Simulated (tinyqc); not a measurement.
Inside a calculation. Model: Raman shift of the zone-centre optical phonon of a diamond-structure crystal under stress. Computed by tinyqc, a small Python program that keeps every step. Command: `OMP_NUM_THREADS=1 python tinyqc.py 3030194 3030195 out.jsonl ramanstress walk`. One thread of a shared host (Intel(R) Xeon(R) Processor @ 2.30GHz), about 0.01 s of CPU time with the checks. Intermediate numbers are printed to about 6 digits and carried at full precision; extremes and crossings named in words are read from the listed rows.

Axes x, y, z are the cube axes. Strain shifts the threefold optical mode and can split it; p, q and r are the phonon deformation potentials.

Inputs (values chosen for the exercise, modelled on germanium):
```
quantity                             value      unit
unstrained frequency omega_0         300.6      1/cm
p/omega_0^2                          -1.49         -
q/omega_0^2                          -1.95         -
r/omega_0^2                          -1.07         -
C11                                  129.3       GPa
C12                                  48.97       GPa
C44                                  67.26       GPa
stress sigma (tension positive)        2.3       GPa
polarisation angle phi                  45    degree
temperature coefficient d omega/dT  -0.016  1/(cm K)
local temperature T                    330         K
laser wavelength                     457.9        nm
```

Stress state: hydrostatic. Axis: none.

Constants: h = 6.62607015e-34 J s; c = 299792458 m/s; k_B = 1.380649e-23 J/K.

## Compliances

S11 = (C11 + C12)/D, S12 = -C12/D, D = (C11 - C12)(C11 + 2 C12), S44 = 1/C44.

S11 = 9.76598 1/TPa

S12 = -2.68267 1/TPa

S44 = 14.8677 1/TPa

## Stress and strain tensors

Hydrostatic stress: sigma_ij = sigma delta_ij. eps_xx = S11 sigma_xx + S12 (sigma_yy + sigma_zz), and cyclic; eps_xy = S44 sigma_xy/2 (tensor strain).

stress (GPa):
```
     x    y    z
x  2.3  0.0  0.0
y  0.0  2.3  0.0
z  0.0  0.0  2.3
```

strain (per mille):
```
         x        y        z
x  10.1215   0.0000   0.0000
y   0.0000  10.1215   0.0000
z   0.0000   0.0000  10.1215
```

volume strain = 30.3644 per mille

## Secular matrix and shifts

Secular matrix: M_xx = p eps_xx + q (eps_yy + eps_zz), M_xy = 2 r eps_xy; its eigenvalues are omega^2 - omega_0^2, and the shifts are these over 2 omega_0.

M/(2 omega_0) (1/cm):
```
          x         y         z
x  -8.19956   0.00000   0.00000
y   0.00000  -8.19956   0.00000
z   0.00000   0.00000  -8.19956
```

shifts, in rising order (1/cm): -8.19956  -8.19956  -8.19956

The three modes stay degenerate. Tension softens every mode.

## Mean shift and Grueneisen parameter

gamma = -(p + 2q)/(6 omega_0^2); the mean of the three shifts is -gamma omega_0 x (volume strain).

mode Grueneisen parameter gamma = 0.898333

mean shift = -8.19956 1/cm

## The line seen from a (001) surface

Backscattering from a (001) surface: incident polarisation (cos phi, sin phi, 0). With Raman tensors (R_z)_xy = (R_z)_yx = 1 and cyclic, only the z component u_z of a mode counts: I = u_z^2 sin^2(2 phi) for parallel and u_z^2 cos^2(2 phi) for crossed polarisers. An unresolved line sits at the intensity-weighted shift, which is M_zz/(2 omega_0).

total intensity, parallel = 1

total intensity, crossed = 0

shift of the observed line = -8.19956 1/cm

shift per stress = -3.56503 1/(cm GPa)

stress per shift = -280.503 MPa cm

The z-polarised mode is an eigenmode here, so one line is seen. Caution: this stress has components normal to the (001) face, so it cannot reach a free (001) surface; it can act on buried material.

## The same stress in different states

Uniaxial: sigma n n^T; biaxial: sigma (1 - n n^T); hydrostatic: sigma 1. The line seen from (001) is taken as unresolved, at the intensity-weighted shift M_zz/(2 omega_0).

Shifts (1/cm):
```
state                    lowest    middle   highest  line seen from (001)
uniaxial [100]         -3.39304  -3.39304  -1.41349              -3.39304
uniaxial [110]         -5.15295  -3.39304   0.34643              -3.39304
uniaxial [001]         -3.39304  -3.39304  -1.41349              -1.41349
uniaxial [111]         -6.39944  -0.90006  -0.90006              -2.73319
biaxial, normal [001]  -6.78608  -4.80653  -4.80653              -6.78608
biaxial, normal [111]  -7.29950  -7.29950  -1.80012              -5.46638
hydrostatic            -8.19956  -8.19956  -8.19956              -8.19956
```

Seen from (001), uniaxial stress along [100] and along [110] give the same shift (-3.393), and equal biaxial stress in the plane gives twice as much (-6.786), since only sigma_xx + sigma_yy and sigma_zz enter M_zz. Stress along [001] gives -1.413. One measured shift therefore fixes the stress only once its state is assumed: read as uniaxial in the plane, a shift implies twice the stress that it does read as biaxial. In the two [111] rows the modes seen are split by 5.5 per cm, more than a line width, so two lines appear there in place of one.

## Heating mistaken for stress

A temperature above 300 K shifts the line by (d omega/dT)(T - 300 K); divided by the shift per stress it poses as a stress; the total shift adds it to the shift of the observed line. The anti-Stokes to Stokes ratio is [(omega_L + omega_0)/(omega_L - omega_0)]^3 exp(-h c omega_0/(k_B T)) in photon counts, omega_L = 1/wavelength, resonance effects left out.

thermal shift = -0.48 1/cm

apparent stress from heating = 0.134641 GPa

total shift = -8.67956 1/cm

anti-Stokes/Stokes ratio = 0.292877

Heating poses as tension, 6 % of the true stress in size; the intensity ratio gives T apart from the shift.

Checks made by the program: mean of the eigenvalues against the trace rule (relative difference below 1e-10); weighted mean of the modes against M_zz (relative difference below 1e-10).
